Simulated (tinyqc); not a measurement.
Gated graphene, quantum capacitance: effect of the gate voltage.

phi is the Fermi level above the Dirac point, in volts; Vg is counted from the gate voltage of charge neutrality. Ideal linear bands, no charge puddles.

N0 = (2/pi)(kB T/(hbar vF))^2; n = N0 F1(phi/Vt), p = N0 F1(-phi/Vt), F1(e) = int_0^infinity u du/(1 + exp(u - e)) = -Li2(-exp(e)); Cq = q d(n - p)/dphi = (q N0/Vt) ln[2 (1 + cosh(phi/Vt))]. Cox = eps0 eox/tox; Vg = phi + q (n - p + Dit phi)/Cox. 1/C_G = 1/Cox + 1/(Cq + q Dit); dphi/dVg = Cox/(Cox + Cq + q Dit).

Parameters, values chosen for the exercise; values close to those of graphene: temperature T = 300 K; relative permittivity of the gate insulator (close to silicon nitride) eox = 7.37; insulator thickness tox = 4.9 nm; Fermi velocity vF = 1.07e6 m/s; density of traps Dit = 2.8e12 cm^-2 eV^-1.

Constants: q = 1.602176634e-19 C, kB = 1.380649e-23 J/K, hbar = 1.054571817e-34 J s, Vt = kB T/q, eps0 = 8.8541878128e-14 F/cm where lengths are in cm. Results are converted to the units shown.

The same in every row: Cox (uF/cm^2) = 1.332.

Results:

| Vg (V) | phi (V) | n - p (cm^-2) | Cq (uF/cm^2) | C_G (uF/cm^2) | dphi/dVg | n + p (cm^-2) |
|---|---|---|---|---|---|---|
| -0.3 | -0.1236 | -1.120e12 | 2.551 | 0.9222 | 0.3075 | 1.122e12 |
| -0.13 | -0.06297 | -3.809e11 | 1.384 | 0.7713 | 0.4208 | 3.956e11 |
| 0.03 | 0.01577 | 7.414e10 | 0.7857 | 0.6406 | 0.5190 | 1.571e11 |
| 0.2 | 0.09029 | 6.591e11 | 1.889 | 0.8483 | 0.3630 | 6.643e11 |
| 0.37 | 0.1441 | 1.474e12 | 2.968 | 0.9582 | 0.2805 | 1.474e12 |
| 0.53 | 0.1854 | 2.346e12 | 3.812 | 1.015 | 0.2381 | 2.346e12 |
| 0.87 | 0.2569 | 4.377e12 | 5.283 | 1.081 | 0.1885 | 4.377e12 |
| 1.03 | 0.2859 | 5.385e12 | 5.878 | 1.100 | 0.1739 | 5.385e12 |
| 1.2 | 0.3143 | 6.482e12 | 6.464 | 1.117 | 0.1615 | 6.482e12 |

Estimate the missing row, Vg = 0.7 V.

Computed row:

| Vg (V) | phi (V) | n - p (cm^-2) | Cq (uF/cm^2) | C_G (uF/cm^2) | dphi/dVg | n + p (cm^-2) |
|---|---|---|---|---|---|---|
| 0.7 | 0.2232 | 3.338e12 | 4.590 | 1.053 | 0.2091 | 3.338e12 |

With this row back in the table: As Vg goes from -0.3 to 1.2, Cq goes from 2.55 through a minimum of 0.786 (at Vg = 0.03 among the rows listed) to 6.46 uF/cm^2, C_G/Cox goes from 0.693 through a minimum of 0.481 (at Vg = 0.03 among the rows listed) to 0.838 and n - p rises from -1.12e12 to 6.48e12 cm^-2. Cq is below Cox for Vg = 0.03; there the density of states limits the response dn/dVg more than the insulator does. At neutrality Cq is (q N0/Vt) ln 4 = 0.737 uF/cm^2, and far from it Cq grows as |phi|.

tinyqc, about 0.01 s, one thread, Intel Xeon 2.30GHz (shared host): `OMP_NUM_THREADS=1 python tinyqc.py 2200144 2200145 out.jsonl`
